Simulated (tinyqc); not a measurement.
Width and zero-phonon weight against temperature: configuration-coordinate model of a defect: Huang-Rhys factor and luminescence line shape. Computed by tinyqc, a small Python program. Command: `OMP_NUM_THREADS=1 python tinyqc.py 3016451 3016452 out.jsonl ccline walk`. One thread of a shared host (Intel(R) Xeon(R) Processor @ 2.30GHz), about 0.02 s of CPU time with the checks.

Ground state E_g(Q) = (1/2) omega_g^2 Q^2; excited state E_e(Q) = E_0 + (1/2) omega_e^2 (Q - dQ)^2 with omega_e = omega_g and E_0 = E_ZPL. Q is mass-weighted; the dipole does not depend on Q (Condon approximation).

Inputs (values chosen for the exercise, for a model defect): zero-phonon energy E_ZPL = 1.35 eV; displacement dQ = 2.35 u^(1/2) angstrom; ground-state phonon hbar omega_g = 22.2 meV.

Modes: equal frequencies in both states.

Constants: hbar^2/u = 4.18015928e-03 eV angstrom^2; k_B = 8.617333262e-05 eV/K.

Method:
- S = hbar omega dQ^2/(2 hbar^2/u) for each state; relaxation energy S hbar omega; absorption at E_0 + S_e hbar omega_e, emission at E_0 - S_g hbar omega_g; the Stokes shift is their difference.
- Overlaps <m_e|n_g> of harmonic-oscillator functions (Hermite recursion, positive leading coefficients) by a sum over an even grid (700 points from x = -9 to 9 + d for the small table, 1500 points from -16 to 16 + d for the thermal sums), with x = Q sqrt(omega_g/hbar), d = sqrt(2 S_g) and frequency ratio omega_e/omega_g.
- Initial levels m = 0..24 carry Boltzmann weights exp(-m hbar omega_e/k_B T), normalised; final levels n = 0..79; a line lies at E_ZPL + m hbar omega_e - n hbar omega_g with weight w_m <m|n>^2. Moments are taken over these weights without the E^3 factor; FWHM = 2 sqrt(2 ln 2) x standard deviation; the zero-phonon weight is the sum of w_m <m|m>^2.
- For comparison: FWHM(0) sqrt(coth(hbar omega_e/2 k_B T)) with FWHM(0) from the first row, and exp(-S_g coth(hbar omega_e/2 k_B T)).

S_g = 14.6645

Against temperature:
```
T (K),mean energy (eV),FWHM (eV),coth law (eV),zero-phonon weight,exp(-S coth)
13,1.0244,0.20019,0.20019,4.2787e-07,4.2787e-07
39,1.0244,0.20046,0.20046,5.4018e-07,4.1120e-07
77,1.0244,0.20737,0.20737,7.5452e-06,1.4659e-07
130,1.0244,0.22998,0.22998,1.3633e-04,3.9352e-09
210,1.0244,0.27080,0.27080,1.0799e-03,2.2206e-12
310,1.0244,0.31928,0.31928,3.3920e-03,6.3201e-17
440,1.0244,0.37521,0.37521,6.7548e-03,4.2399e-23
```

The width grows by a factor 1.87, flat while k_B T is well below hbar omega and as sqrt(T) above; for equal frequencies the coth law is exact. The mean energy stays fixed, as it must for equal frequencies. The zero-phonon weight goes from 4.28e-7 to 0.00675; the single exponential assumes equal frequencies, leaves out lines that absorb and emit the same number of phonons, and falls to 4.24e-23. The rise of the weight is a feature of one sharp mode; with a spread of mode energies those lines leave the zero-phonon energy and the weight falls.
